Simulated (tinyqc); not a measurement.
# Worked calculation: depletion-mode phase shifter in a rib waveguide and its Mach-Zehnder modulator

Computed by the program tinyqc: `OMP_NUM_THREADS=1 python tinyqc.py 2650116 2650117 out.jsonl`, one thread of a shared Intel Xeon 2.30GHz, about 0.01 s for the whole run. Printed values are rounded.

A lateral p-n junction at x0 in a waveguide whose mode intensity is a Gaussian of rms width s about x = 0; p side at smaller x. Reverse bias removes carriers and raises the index. Abrupt junction, doping uniform over the whole mode, lumped electrode (no travelling-wave effects).

Inputs (values chosen for the exercise); values close to those of silicon near 1550 nm:
- lam = 1550 nm (wavelength)
- eps_r = 11.7 (relative permittivity of the semiconductor)
- Na = 6.2e17 cm^-3 (acceptor density)
- Nd = 1.5e18 cm^-3 (donor density)
- Vb = 0.87 V (built-in voltage)
- s = 150 nm (rms width of the lateral mode intensity)
- x0 = 60 nm (junction offset towards the n side)
- G = 0.96 (vertical confinement times ng/n)
- hr = 310 nm (rib height)
- Cf = 54 pF/m (fringe capacitance)
- Rs = 9.5 ohm mm (series resistance)
- L = 3 mm (length of the phase shifter)
- V = 1 V (reverse bias)
- a0 = 1 dB/cm (passive loss)

Constants: q = 1.602176634e-19 C, eps0 = 8.8541878128e-14 F/cm where lengths are in cm. Results are converted to the units shown.

## Index and absorption of the doped regions

Free-carrier changes (empirical, N and P in cm^-3): |dn| = 8.5e-18 P^0.8 for holes, 8.8e-22 N for electrons; absorption 6e-18 P and 8.5e-18 N in 1/cm.

dn_h = 0.00145657
dn_e = 0.00132
a_h = 3.72 1/cm
a_e = 12.75 1/cm

Index change per unit absorption: holes 3.92 um, electrons 1.04 um, a ratio of 3.78.

## Depletion edges and mode overlap

W = sqrt(2 eps0 eps_r (Vb + V)(1/Na + 1/Nd)/q); edges xp = x0 - W Nd/(Na + Nd), xn = x0 + W Na/(Na + Nd); F(x) = [1 + erf(x/(sqrt(2) s))]/2.

W at 0 and at V (nm): [50.6423, 74.2462]

```
edge   edge (nm)         F
xp(0)    24.1682  0.564001
xn(0)    74.8105  0.691017
xp(V)    7.46730  0.519852
xn(V)    81.7135  0.707040
```

## Index shift, efficiency, loss and bandwidth

dneff = G {dn_h [F(xp(0)) - F(xp(V))] + dn_e [F(xn(V)) - F(xn(0))]}; VpiL = lam V/(2 dneff); loss = a0 + 4.343 G {a_h F(xp) + a_e [1 - F(xn)]} dB/cm at V; C = eps0 eps_r hr/W + Cf; fRC = 1/(2 pi Rs C).

dneff = 8.20374e-5
VpiL = 0.944691 V cm
loss = 24.6360 dB/cm
C = 486.536 pF/m
fRC = 34.4336 GHz

The product VpiL x loss is 23.3 V dB.

## Mach-Zehnder modulator

One arm driven from 0 to V: phase 2 pi dneff L/lam; biased at quadrature the output swings between [1 -+ sin(phase/2)]/2; extinction ratio in dB; insertion loss = loss x L.

phase = 0.317564 pi
extinction ratio = 4.52451 dB
insertion loss = 7.39081 dB
